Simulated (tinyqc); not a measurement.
Read current of a NAND string, cells in series solved by shooting: one step of the calculation.

Cells in series, numbered from 0 at the source line (0 V) to the bit line, each followed by a gap resistance Rg. A cell with gate Vg, threshold VT, source Vs and drain Vd passes I = 2 nf K Vt^2 [F(Vs) - F(Vd)]/(1 + th max(Vg - VT, 0)), F(V) = ln^2(1 + exp((Vg - VT - nf V)/(2 nf Vt))). The selected cell has Vg = Vr, the others Vg = Vp.

Problem. Node voltages for a trial current. For a trial current I start at 0 V and, cell by cell (the selected one is cell 0), solve for the drain: sqrt(F(Vd)) = sqrt(F(Vs) - I/k), k = 2 nf K Vt^2/(1 + th max(Vg - VT, 0)), Vd = [Vg - VT - 2 nf Vt ln(exp(sqrt F) - 1)]/nf, then add I Rg.

Values chosen for this exercise; values of the order met in vertical NAND strings:
```
symbol  value    unit                                 meaning
T         300       K                             temperature
K          11  uA/V^2                   gain factor of a cell
nf        1.8                                    slope factor
th       0.07     1/V               mobility reduction factor
Rg         20    kohm     resistance of the gap between cells
Vbl       0.3       V                        bit-line voltage
Vp        7.2       V                            pass voltage
Vr       2.55       V  read voltage on the selected word line
```

Constants: q = 1.602176634e-19 C, kB = 1.380649e-23 J/K, Vt = kB T/q. Results are converted to the units shown.

first trial current = 0.64 uA
thresholds from the source end, cell 0 to 3 (V): [1.9, -0.5, -0.5, 4.4]

Wanted: node voltage after each cell and gap, trial 1.

Solution.

node voltage after each cell and gap, trial 1, cell 0 to 3 (V): [0.1236, 0.1484, 0.1733, 0.2143]

Numbers from tinyqc (`OMP_NUM_THREADS=1 python tinyqc.py 2142104 2142105 out.jsonl`; about 0.8 s on one thread of a shared Intel Xeon 2.30GHz).
